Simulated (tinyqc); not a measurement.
# Input admittance of a MOSFET at zero drain bias: distributed channel and distributed gate, step by step

Computed by the program tinyqc: `OMP_NUM_THREADS=1 python tinyqc.py 2262122 2262123 out.jsonl`, one thread of a shared Intel Xeon 2.30GHz, about 0.01 s for the whole run. Printed values are rounded.

Source and drain grounded, strong inversion, w = 2 pi f, Cox = eps0 eox/tox. The channel is an RC line of resistance 1/(mu Cox Vo) per square fed from both ends, so one finger has the intrinsic admittance y = i w Cox L tanh(g)/g per width, g = (1/2) sqrt(i w tau), tau = L^2/(mu Vo). The vertical resistance rv/L is in series with y, the overlaps 2 i w Cov in parallel: y_t = 1/(1/y + rv/L) + 2 i w Cov. The gate strip is a line of Rsh/L per length loaded by y_t, so a finger has Y = y_t Wf tanh(k)/k, k = (Wf/sd) sqrt(y_t Rsh/L); the device has Nf Y.

Parameters, values chosen for the exercise; values of the order met in silicon radio-frequency transistors:

| symbol | value | unit | meaning |
|---|---|---|---|
| eox | 3.9 |  | relative permittivity of the gate insulator (close to silicon dioxide) |
| tox | 7.2 | nm | insulator thickness |
| L | 1.9 | um | channel length |
| Wf | 5 | um | finger width |
| Nf | 4 |  | number of fingers |
| mu | 270 | cm^2/(V s) | channel mobility |
| Vo | 0.65 | V | gate overdrive |
| Rsh | 14 | ohm/square | sheet resistance of the gate |
| rv | 1.5 | ohm um^2 | vertical resistivity of the gate stack |
| sd | 1 |  | number of ends at which a finger is contacted |
| Cov | 0.39 | fF/um | overlap and fringe capacitance on each side |
| f | 2.4 | GHz | frequency |

Constants: eps0 = 8.8541878128e-14 F/cm where lengths are in cm. Results are converted to the units shown.

## Low-frequency resistances and capacitance

Low-frequency limits, with c = Cox L and ct = c + 2 Cov: R_strip = Rsh Wf/(3 sd^2 L Nf), R_ch = (c/ct)^2 L/(12 mu Cox Vo Wf Nf), R_vert = (c/ct)^2 rv/(L Wf Nf), C = ct Wf Nf.

parts (ohm): strip 3.070175, channel 79.80808, vertical 0.03349424
sum = 82.91175 ohm
C = 197.8487 fF
1/(2 pi R C) = 9.702214 GHz

The channel term is the largest, 96.3 % of the sum.

## Admittance of the channel and stack per width

tau, g, c = Cox L, y and y_t as defined.

tau = 205.6980 ps
g = 0.6226810+0.6226810i
c = 9.112435 fF/um
y = 32.3720+127.3837i uS/um
y_t = 32.3840+139.1393i uS/um

w tau = 3.10, and Im y is 0.927 of w c.

## Input impedance of the device

k and Y as defined; Z = 1/(Nf Y) = R + 1/(i w C); Q = |Im Z|/R; signal at the point farthest from a contact |1/cosh k|.

k = 0.1270462+0.1008725i
Nf Y = 0.669999+2.771517i mS
R = 82.40858 ohm
C = 194.5328 fF
Q = 4.136601
signal at the far point = 0.9969703

R is 0.61 % below its low-frequency limit and C is 1.7 % below its own.
